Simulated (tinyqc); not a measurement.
Worked calculation: one-electron ion in a basis of Gaussians. Computed by tinyqc, a small Python program that keeps every step. Settings: Z = 2, l = 0. Command: `OMP_NUM_THREADS=1 python tinyqc.py 28121 28122 out.jsonl` (the two numbers bound the seeds that draw the settings). One thread of a shared host (Intel(R) Xeon(R) Processor @ 2.60GHz), about 0.01 s of CPU time with the checks.

## Matrices over normalised Gaussians

exponents of r^l exp(-a r^2) (1/bohr^2): 0.5276  2.3220  10.2200  44.9800  198.0000  871.4000

Z = 2

l = 0

With p = a_i + a_j and I(k) = Gamma((k+1)/2) / (2 p^((k+1)/2)): S = I(2l+2), T = (2l+3) a_i a_j S / p, V = -Z I(2l+1), each divided by sqrt(S_ii S_jj).

S, lower triangle:
```
        1       2       3       4       5       6
1  1.0000
2  0.6847  1.0000
3  0.2840  0.6847  1.0000
4  0.0991  0.2840  0.6847  1.0000
5  0.0330  0.0990  0.2840  0.6846  1.0000
6  0.0109  0.0330  0.0991  0.2840  0.6847  1.0000
```

T (hartree), lower triangle:
```
        1       2        3        4         5          6
1  0.7914
2  0.8831  3.4830
3  0.4275  3.8864  15.3300
4  0.1550  1.8815  17.1057  67.4700
5  0.0522  0.6820   8.2806  75.2815  297.0000
6  0.0173  0.2295   3.0018  36.4453  331.4062  1307.1000
```

V (hartree), lower triangle:
```
         1        2         3         4         5         6
1  -2.3182
2  -2.6084  -4.8633
3  -2.1015  -5.4720  -10.2029
4  -1.5081  -4.4087  -11.4800  -21.4047
5  -1.0506  -3.1637   -9.2490  -24.0837  -44.9089
6  -0.7268  -2.2040   -6.6374  -19.4036  -50.5303  -94.2126
```

## Generalised eigenproblem

H = T + V (hartree), lower triangle:
```
         1        2        3        4         5          6
1  -1.5268
2  -1.7253  -1.3803
3  -1.6740  -1.5856   5.1271
4  -1.3532  -2.5272   5.6257  46.0653
5  -0.9984  -2.4817  -0.9684  51.1978  252.0911
6  -0.7096  -1.9745  -3.6356  17.0417  280.8759  1212.8874
```

Solve H C = S C e through S^(-1/2); each column has its largest component positive (the first on a tie).

eigenvalues of S: 0.0768  0.1756  0.4097  0.8905  1.7188  2.7285

eigenvalues (hartree): -1.9963  0.7971  14.0554  82.7271  409.1319  1963.2445

coefficients:
```
        1        2        3        4        5        6
1  0.5923   1.2394   0.5258  -0.2017   0.0837  -0.0356
2  0.4387  -1.2281  -1.4715   0.6605  -0.2729   0.1151
3  0.0899  -0.0231   1.5431  -1.4482   0.6670  -0.2787
4  0.0163  -0.0326  -0.1024   1.6173  -1.4040   0.6406
5  0.0023   0.0000   0.0319  -0.1566   1.6152  -1.3248
6  0.0005  -0.0009  -0.0022   0.0276  -0.1428   1.4802
```

For Z = 2 and l = 0 the exact lowest level is -Z^2/(2 n^2) with n = l + 1: -2.000000 hartree.
